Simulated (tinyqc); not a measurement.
Dielectric confinement in a thin film (image charges): sweeps and comparisons. A value that a table varies takes the place of the one given here.

A film |z| < t/2 of dielectric constant eps between half-spaces of dielectric constant e2; lam = (eps - e2)/(eps + e2), q = e^2/(4 pi eps0). The self-energy of a band edge is taken with the high-frequency value, e2 = eh, and the field of a fixed ion with the static one, e2 = eo. A charge at z has images lam^|n| at n t + (-1)^n z. Its self-energy is S(z) = (q/2 eps) sum over n >= 1 of lam^n [1/(n t - 2z) + 1/(n t + 2z)] for odd n and 2 lam^n/(n t) for even n; at the centre S(0) = -(q/(eps t)) ln(1 - lam).

Donor at the centre, lam from the static eo, trial function cos(pi z/t) exp(-rho/l): E(l) = c/(m l^2) - (q/eps) times the integral over k of F(k t) (1 + (k l/2)^2)^(-3/2), with F(x) = F0 + 2 lam exp(-x) G/(1 - lam exp(-x)), F0 = 2[(1 - exp(-x/2))/x + x (1 + exp(-x/2))/(x^2 + 4 pi^2)], G = 2 sinh(x/2)[1/x - x/(x^2 + 4 pi^2)]; c = hbar^2/2m0. The binding energy is -E at the minimum, counted from the subband edge with its self-energy.

Constants: e^2/(4 pi eps0) = 14.39964547 eV angstrom; hbar^2/2m0 = 3.80998211 eV angstrom^2; Ry = 13.60569312 eV.

Values chosen for the exercise (near those of a Si (100) film, two-fold valleys, between layers of SiO2; shifted at random, so the results belong to these values and not to a real crystal): eps = 11.8 (dielectric constant of the film); eh = 2 (high-frequency dielectric constant outside); eo = 3.7 (static dielectric constant outside); m = 0.194 m0 (mass in the plane); mz = 0.932 m0 (mass across the film); ts = (10, 15, 22, 32, 48, 70, 100) angstrom (thicknesses); t = 30 angstrom (film thickness).

## Thinning the film

<S> is the mean over (2/t) cos^2(pi z/t); confinement c (pi/t)^2/mz; donor binding with and without images.

Results:

| t (angstrom) | <S> (meV) | confinement (meV) | binding, no images (meV) | binding (meV) | l (angstrom) |
|---|---|---|---|---|---|
| 10 | 170.3 | 403.5 | 59.1 | 177.3 | 15.3 |
| 15 | 113.6 | 179.3 | 54.3 | 142.5 | 17.6 |
| 22 | 77.4 | 83.4 | 49.2 | 114.7 | 20.1 |
| 32 | 53.2 | 39.4 | 43.9 | 92.0 | 23.1 |
| 48 | 35.5 | 17.5 | 38.0 | 71.9 | 26.8 |
| 70 | 24.3 | 8.2 | 32.5 | 56.7 | 30.9 |
| 100 | 17.0 | 4.0 | 27.7 | 45.0 | 35.5 |

Between 100 and 10 angstrom the binding goes from 45.0 to 177.3 meV; quantum confinement alone would take it from 27.7 to 59.1, so the images supply +17.4 and +118.2 meV. |<S>| goes as 1/t and exceeds the confinement energy beyond 24 angstrom. For t well above a* = 32 angstrom the separable trial function underbinds, which affects the last rows. Hard-wall energies above 300 meV (up to t = 10 angstrom) overstate the confinement: walls are finite and valleys non-parabolic.

## Choice of the surrounding dielectric

The same film between different dielectrics; in this table one value e2 serves for both eo and eh.

Results:

| case | lam | <S> (meV) | binding (meV) | l (angstrom) |
|---|---|---|---|---|
| e2 = 1 | 0.844 | 83.2 | 180.0 | 21.0 |
| e2 = 2.5 | 0.650 | 48.6 | 118.5 | 21.9 |
| e2 = 3.9 | 0.503 | 33.0 | 92.8 | 22.6 |
| e2 = 7.5 | 0.223 | 12.2 | 61.5 | 24.1 |
| e2 = 16 | -0.151 | -7.1 | 35.9 | 26.4 |
| e2 = 25 | -0.359 | -15.7 | 25.9 | 28.1 |
| e2 = 80 | -0.743 | -29.3 | 12.1 | 32.2 |

The binding spans a factor 14.9, from 180 meV in vacuum to 12.1 meV for e2 = 80; going from 3.9 to 25 changes it by -66.8 meV and the band edge by -48.6 meV, so the binding responds 1.37 times as much as the edge (for an orbit much smaller than t the binding would change by twice the change of S(0), -81.8 meV; here l/t = 0.75 for e2 = 3.9).

## What each parameter does

<S> is the mean over (2/t) cos^2(pi z/t). Each row changes one parameter from the base and keeps the others.

Results:

| case | lam from eh | <S> (meV) | binding (meV) | l (angstrom) |
|---|---|---|---|---|
| base | 0.710 | 56.8 | 95.6 | 22.5 |
| t = 40 angstrom | 0.710 | 42.6 | 80.4 | 25.0 |
| eps = 10.6 | 0.683 | 58.8 | 104.6 | 21.2 |
| eo = 5.2 | 0.710 | 56.8 | 78.0 | 23.2 |
| eh = 2.6 | 0.639 | 47.2 | 95.6 | 22.5 |
| m = 0.233 m0 | 0.710 | 56.8 | 102.9 | 20.1 |

The largest shifts from the base row, up to three for each result and ties (the steps differ in size, so this ranks the rows, not the parameters). lam from eh: eh -0.071, eps -0.028; unchanged at the printed digits by t, eo and m. <S> (meV): t -14.2, eh -9.6, eps +2.0; unchanged at the printed digits by eo and m. binding (meV): eo -17.7, t -15.2, eps +9.0; unchanged at the printed digits by eh. l (angstrom): t +2.5, m -2.5, eps -1.3; unchanged at the printed digits by eh.

(tinyqc, `OMP_NUM_THREADS=1 python tinyqc.py 1252512 1252513 out.jsonl`, Intel(R) Xeon(R) Processor @ 2.30GHz, 1 thread, shared host, about 0.03 s.)
